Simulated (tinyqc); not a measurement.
Inside a calculation. Method: Hueckel theory of the pi electrons, for the molecule Nc1c[nH]c(Cl)c1 (SMILES; centres numbered as the heavy atoms are written). One step of it, computed by the program tinyqc.

Question. Orbitals. Diagonalise; E = alpha + x beta with beta < 0, so the largest x are filled first; degenerate levels share their electrons. P = sum n_i c_ri c_si; each orbital has its largest coefficient positive (the first on a tie).

Hueckel matrix in units of beta (H = alpha + beta A), lower triangle:
```
           1N        2C        3C        4N        5C       6Cl        7C
1N   1.500000
2C   0.800000  0.000000
3C   0.000000  1.000000  0.000000
4N   0.000000  0.000000  0.800000  1.500000
5C   0.000000  0.000000  0.000000  0.800000  0.000000
6Cl  0.000000  0.000000  0.000000  0.000000  0.400000  2.000000
7C   0.000000  1.000000  0.000000  0.000000  1.000000  0.000000  0.000000
```

pi electrons, sum of z_r less the charge = 10

Give: x values; occupations; coefficients; charge and bond-order matrix P.

Answer.

x values: 2.4517  2.0487  1.8323  0.9351  0.4804  -1.0480  -1.7003

occupations: 2.0000  2.0000  2.0000  2.0000  2.0000  0.0000  0.0000

coefficients:
```
        MO1      MO2      MO3      MO4      MO5      MO6      MO7
1N   0.2979  -0.3759   0.6666  -0.4397  -0.3163   0.0873  -0.1571
2C   0.3544  -0.2578   0.2769   0.3105   0.4031  -0.2782   0.6285
3C   0.3371  -0.1530  -0.1012  -0.0178   0.6464   0.5430  -0.3737
4N   0.5902  -0.0696  -0.5779  -0.4089  -0.1156  -0.3636   0.0086
5C   0.3650   0.1053  -0.1389   0.3066  -0.4991   0.6150   0.3394
6Cl  0.3232   0.8645   0.3313  -0.1152   0.1314  -0.0807  -0.0367
7C   0.2934  -0.0744   0.0753   0.6599  -0.1998  -0.3213  -0.5693
```

charge and bond-order matrix P, lower triangle:
```
          1N       2C       3C       4N      5C      6Cl      7C
1N    1.9354
2C    0.2461   1.0552
3C   -0.2123   0.7718   1.1310
4N    0.0662  -0.2131   0.4012   1.7355
5C   -0.0008  -0.0845  -0.4142   0.4413  1.0133
6Cl   0.0026   0.0012   0.0602  -0.0581  0.1242   1.9843
7C   -0.1227   0.5368  -0.0765  -0.2239  0.7816  -0.0936  1.1454
```
